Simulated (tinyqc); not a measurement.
Minority-electron transport through the base of a bipolar transistor (Moll-Ross and Kroemer integrals): one step, computed by the program tinyqc. Command: `OMP_NUM_THREADS=1 python tinyqc.py 3001170 3001171 out.jsonl base walk`. One thread of a shared host (Intel(R) Xeon(R) Processor @ 2.30GHz), about 0.01 s of CPU time with the checks.

Low injection, one dimension, x from the emitter edge (0) to the collector edge (W), s = x/W. Recombination is treated as a small correction (valid for tau_B well below tau_n), computed from the stored charge.

Problem. Gain and speed. Emitter-limited gain beta_E = G_E/G_B; recombination-limited gain beta_R = tau_n/tau_B; 1/beta = 1/beta_E + 1/beta_R; f_T from the base alone = 1/(2 pi tau_B).

Inputs (values chosen for the exercise, modelled on GaAs):
```
quantity                     value      unit
saturation velocity v_s          1  1e7 cm/s
electron lifetime tau_n         94        ns
emitter Gummel number G_E  2.6e+14    s/cm^4
temperature T                  300         K
```

Base doping profile: Gaussian. Gap grading: none. Exit of the base: saturation velocity.

base Gummel number G_B = 5.226064e+11 s/cm^4

base transit time tau_B = 0.1543601 ps

Give: beta_E; beta_R; current gain beta; f_T from the base alone.

Solution.

beta_E = 497.5

beta_R = 6.090e+05

current gain beta = 497.1

f_T from the base alone = 1031 GHz

The gain is limited mainly by hole injection into the emitter (100 % of the base current). Caution: the mean velocity exceeds v_s, so drift-diffusion with a low-field mobility overstates the speed.
